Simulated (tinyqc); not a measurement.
Comparisons within one model: Shockley state of an s-p chain by decimation. A value that a table varies takes the place of the one given here.

Each site has s at -d/2 and p at +d/2: H0 = diag(-d/2, d/2). The block to the next site on the right is H1 = [[-ts, u], [-u, tp]] (rows s, p of site n; columns s, p of site n + 1). Bulk: H(k) = [[-d/2 - 2 ts cos k, 2i u sin k], [-2i u sin k, d/2 + 2 tp cos k]]. The bands are inverted at k = pi if d < 2 (ts + tp).

Decimation (Sancho-Rubio) at z = E + i eta: start with es = e = H0, A = H1, B = H1^T. Each round forms g = (z - e)^-1 and sets es += A g B, e += A g B + B g A, A = A g A, B = B g B, doubling the length covered. Stop when all |A| < 1e-10. Surface G = (z - es)^-1, bulk G = (z - e)^-1; densities -Im tr G/pi.

Values chosen for the exercise: d = 1.71 eV (Ep - Es); ts = 1.13 eV (s-s hopping); tp = 1.57 eV (p-p hopping); u = 0.71 eV (s-p hopping); eta = 0.01 eV (broadening); E1 = -1.69 eV (first energy); dE = 0.299 eV (step); E = 0.34 eV (energy).

## Surface against bulk across the gap

Eleven energies E1 + j dE.

Densities (1/eV):

| E (eV) | surface | bulk |
|---|---|---|
| -1.690 | 0.4568 | 0.6521 |
| -1.391 | 0.0119 | 0.0445 |
| -1.092 | 0.0056 | 0.0062 |
| -0.793 | 0.0076 | 0.0030 |
| -0.494 | 0.0217 | 0.0021 |
| -0.195 | 0.8132 | 0.0019 |
| 0.104 | 0.0448 | 0.0021 |
| 0.403 | 0.0101 | 0.0031 |
| 0.702 | 0.0059 | 0.0065 |
| 1.001 | 0.0104 | 0.0481 |
| 1.300 | 0.4082 | 1.0033 |

edges of the bulk gap (201 k points) (eV): -1.4861  1.1009

How do the results move?

Inside the gap the bulk density is only the tail of the broadening, at least 0.0019. The surface density peaks at -0.195 eV among these rows (0.813); a chain of 60 sites puts the surface level at -0.1393 eV.

## Through the band inversion

d = f 2 (ts + tp). Gap edges from 201 k points; levels in the gap from an open chain of 60 sites (their mean, and the weight on the two end sites summed over them, divided by their number); a dash: none.

Against d:

| f | d (eV) | top of lower band (eV) | bottom of upper band (eV) | levels in the gap | mean level (eV) | end weight |
|---|---|---|---|---|---|---|
| 0.10 | 0.540 | -1.4449 | 1.3233 | 2 | -0.0440 | 0.898 |
| 0.30 | 1.620 | -1.4867 | 1.1217 | 2 | -0.1320 | 0.826 |
| 0.50 | 2.700 | -1.4316 | 0.8233 | 2 | -0.2200 | 0.680 |
| 0.70 | 3.780 | -1.2174 | 0.3700 | 2 | -0.3080 | 0.463 |
| 0.85 | 4.590 | -0.8450 | -0.0350 | 2 | -0.3740 | 0.252 |
| 1.15 | 6.210 | -0.8450 | -0.0350 | 0 | - | - |
| 1.30 | 7.020 | -1.2500 | 0.3700 | 0 | - | - |
| 1.60 | 8.640 | -2.0600 | 1.1800 | 0 | - | - |

What does this show?

Levels in the gap appear for f = 0.1, 0.3, 0.5, 0.7 and 0.85 and for none of the other rows; the gap closes at f = 1. The level lies at -0.0440 eV for f = 0.1 and -0.3740 eV for f = 0.85, on the line E = d (ts - tp)/(2 (ts + tp)), and its end weight goes from 0.90 to 0.25: no shift of the surface potential is needed, the inversion alone binds it.

## What each parameter does

Gap edges from 201 k points between 0 and pi, and the surface density at E by decimation. Each row changes one parameter from the base and keeps the others.

Results:

| case | top of lower band (eV) | bottom of upper band (eV) | surface density (1/eV) |
|---|---|---|---|
| base | -1.4861 | 1.1009 | 0.0125 |
| d = 1.881 eV | -1.4833 | 1.0596 | 0.0117 |
| ts = 1.243 eV | -1.4504 | 1.1836 | 0.0145 |
| tp = 1.727 eV | -1.5309 | 1.0564 | 0.0108 |
| u = 0.781 eV | -1.6199 | 1.2011 | 0.0127 |
| eta = 0.02 eV | -1.4861 | 1.1009 | 0.0250 |

What can be read from the table?

The largest shifts from the base row, up to three for each result and ties (the steps differ in size, so this ranks the rows, not the parameters). top of lower band (eV): u -0.1338, tp -0.0448, ts +0.0357; unchanged at the printed digits by eta. bottom of upper band (eV): u +0.1002, ts +0.0827, tp -0.0445; unchanged at the printed digits by eta. surface density (1/eV): eta +0.0125, ts +0.0020, tp -0.0017. The base chain is inverted, so a surface state lies in the gap; E lies in the gap.

Run: tinyqc, `OMP_NUM_THREADS=1 python tinyqc.py 1481391 1481392 out.jsonl`; Intel(R) Xeon(R) Processor @ 2.30GHz, one thread, shared host; about 0.2 s of CPU time with all checks.
